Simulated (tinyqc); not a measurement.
What moves the results: phonon-assisted absorption at an indirect gap. A value that a table varies takes the place of the one given here.

alpha(E) = sum_j A_j [N_j (E - Eg + w_j)^2 + (N_j + 1)(E - Eg - w_j)^2], each bracket counted only where its base is positive; N_j = 1/(exp(w_j/kB T) - 1). The first term absorbs a phonon and the second emits one; excitons and direct transitions are left out.

Photodiode (Gaertner form with a dead layer): QE = (1 - R) exp(-alpha xj) [1 - exp(-alpha W)/(1 + alpha L)], R = ((nr - 1)/(nr + 1))^2; responsivity = QE/E in A/W for E in eV.

Constants: kB = 8.617333262e-05 eV/K.

Parameters, chosen for this exercise (loosely those of Si at room temperature; Eg is not tied to T; shifted at random, so the results belong to these values and not to a real crystal):

| symbol | value | unit | meaning |
|---|---|---|---|
| Eg | 1.116 | eV | indirect gap, held fixed unless listed |
| w | (58.9, 18.6) | meV | two zone-edge phonons |
| A | (3800, 260) | 1/(cm eV^2) | their strengths |
| T | 500 | K |  |
| nr | 3.65 |  | refractive index |
| xj | 0.78 | micrometre | dead layer at the surface |
| W | 19 | micrometre | depleted width |
| L | 9.9 | micrometre | minority diffusion length below it |
| E | 1.332 | eV | photon energy |

## The square root of alpha at three temperatures

The gap is held fixed, so only the phonon occupations change.

sqrt(alpha) (1/cm^(1/2)):

| E - Eg (eV) | 4 K | 77 K | 300 K |
|---|---|---|---|
| -0.04 | 0.000 | 0.014 | 0.394 |
| -0.02 | 0.000 | 0.028 | 0.810 |
| 0.00 | 0.000 | 0.087 | 1.261 |
| 0.02 | 0.023 | 0.170 | 1.752 |
| 0.04 | 0.345 | 0.435 | 2.307 |
| 0.07 | 1.075 | 1.158 | 3.317 |
| 0.10 | 2.853 | 2.916 | 4.993 |
| 0.15 | 6.002 | 6.068 | 8.357 |
| 0.20 | 9.177 | 9.253 | 11.910 |
| 0.30 | 15.540 | 15.640 | 19.162 |
| 0.45 | 25.092 | 25.232 | 30.141 |
| 0.60 | 34.648 | 34.828 | 41.154 |

Below the gap only phonon absorption acts: at E - Eg = -0.02 eV sqrt(alpha) is 0.000, 0.028 and 0.810 at 4, 77 and 300 K. A straight line through the last two rows meets the axis at E - Eg = +0.0561, +0.0556 and +0.0395 eV: the intercept is roughly a weighted mean of the thresholds, not the gap, and it moves from the emission side towards Eg as the occupations grow. At the last row alpha grows by a factor 1.41 from the lowest to the highest temperature at fixed gap.

## Spectral response

Response:

| E (eV) | wavelength (nm) | alpha (1/cm) | 1/alpha (micrometre) | dead layer | collected | QE | A/W |
|---|---|---|---|---|---|---|---|
| 1.14 | 1088 | 9.83 | 1.02e+03 | 0.999 | 0.028 | 0.019 | 0.017 |
| 1.18 | 1051 | 24.6 | 407 | 0.998 | 0.068 | 0.046 | 0.039 |
| 1.24 | 1000 | 83.1 | 120 | 0.994 | 0.211 | 0.142 | 0.114 |
| 1.32 | 939 | 247 | 40.6 | 0.981 | 0.497 | 0.329 | 0.249 |
| 1.42 | 873 | 588 | 17.0 | 0.955 | 0.793 | 0.512 | 0.360 |
| 1.57 | 790 | 1.39e+03 | 7.21 | 0.898 | 0.970 | 0.588 | 0.374 |
| 1.77 | 700 | 2.98e+03 | 3.35 | 0.792 | 0.999 | 0.535 | 0.302 |
| 2.02 | 614 | 5.84e+03 | 1.71 | 0.634 | 1.000 | 0.428 | 0.212 |
| 2.32 | 534 | 1.05e+04 | 0.950 | 0.440 | 1.000 | 0.297 | 0.128 |
| 2.72 | 456 | 1.89e+04 | 0.529 | 0.229 | 1.000 | 0.155 | 0.057 |

QE is highest, 0.588, at 1.57 eV of those listed and the responsivity at 1.57 eV; reflection alone caps QE at 0.675. Near the gap weak absorption limits it (collected share 0.028); at the top the dead layer passes 0.229. Far above the gap the quadratic law and a constant index are only rough.

## What moves the response

At the energy E. Each row changes one parameter from the base and keeps the others.

Results:

| case | alpha (1/cm) | QE |
|---|---|---|
| base | 279.5 | 0.3564 |
| Eg = 1.096 eV | 339.3 | 0.3992 |
| T = 550 K | 309.3 | 0.3788 |
| W = 38 micrometre | 279.5 | 0.4817 |
| L = 4.95 micrometre | 279.5 | 0.3194 |
| xj = 1.56 micrometre | 279.5 | 0.3487 |
| nr = 3.83 | 279.5 | 0.3466 |

The largest shifts from the base row, up to three for each result and ties (the steps differ in size, so this ranks the rows, not the parameters). alpha (1/cm): Eg +59.8, T +29.8; unchanged at the printed digits by W, L, xj and nr. QE: W +0.1254, Eg +0.0428, L -0.0370.

Computed by tinyqc, a small Python program: `OMP_NUM_THREADS=1 python tinyqc.py 1651625 1651626 out.jsonl` (the numbers bound the seed that draws the inputs); one thread of a shared host (Intel(R) Xeon(R) Processor @ 2.30GHz), about 0.01 s for the whole set of steps.
